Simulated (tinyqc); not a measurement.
Gupta-type many-body potential for a metal. From cohesive energy E_c back to embedding exponent gamma. Computed by tinyqc, a small Python program. Command: `OMP_NUM_THREADS=1 python tinyqc.py 3015008 3015009 out.jsonl gupta inv`. One thread of a shared host (Intel(R) Xeon(R) Processor @ 2.30GHz), about 0.03 s of CPU time with the checks.

E_i = sum_j A exp(-p (r_ij/r0 - 1)) - xi rho_i^gamma, with rho_i = sum_j exp(-2 q (r_ij/r0 - 1)); gamma = 1/2 is the tight-binding second-moment form. The crystal is fcc unless stated; d is the neighbour distance and a fixed number of shells is kept.

Inputs (values chosen for the exercise, for a model metal):
```
quantity                value      unit
repulsion A            0.0896        eV
hopping xi               1.53        eV
decay p                  10.6         -
decay q                  2.26         -
reference distance r0   2.556  angstrom
shells kept                 3         -
```

Constants: 1 eV/angstrom^3 = 160.2176634 GPa.

Method. fcc shells: d sqrt(k), k = 1..5, with 12, 6, 24, 12, 24 atoms; Omega = d^3/sqrt2. Equilibrium: dE/dd = 0; B = d^2 E''(d)/(9 Omega).

Problem. A run gave the result below. Find the embedding exponent gamma, known to lie between 0.42 and 0.76.

cohesive energy E_c = 3.935991 eV

Solution.

Each step takes the trial c = (a f_b - b f_a)/(f_b - f_a), f being the result less the target and a, b, c the logarithms of the listed values; c replaces end b, the old b replaces a if the sign of f changed, and otherwise f_a is halved.

Scan of the range:
```
embedding exponent gamma  cohesive energy E_c (eV)
0.420                                       3.5487
0.464                                       4.0886
0.512                                       4.8312
0.565                                       5.9041
0.624                                       7.5460
0.688                                      10.1438
0.760                                      14.7675
```

False position (Illinois rule, in the logarithm of the input) inside the bracket:
```
step     end a     end b     trial  cohesive energy E_c (eV)
1     0.420000  0.464000  0.451117                   3.91823
2     0.464000  0.451117  0.452444                   3.93527
3     0.464000  0.452444  0.452551                   3.93665
4     0.452444  0.452551  0.452500                   3.93599
5     0.452551  0.452500  0.452500                   3.93599
```

Cohesive energy E_c rises at every point of a 13-point scan of the range (every second point is shown), so one value fits; it is bracketed by 0.420 and 0.464. Answer: embedding exponent gamma = 0.4525.
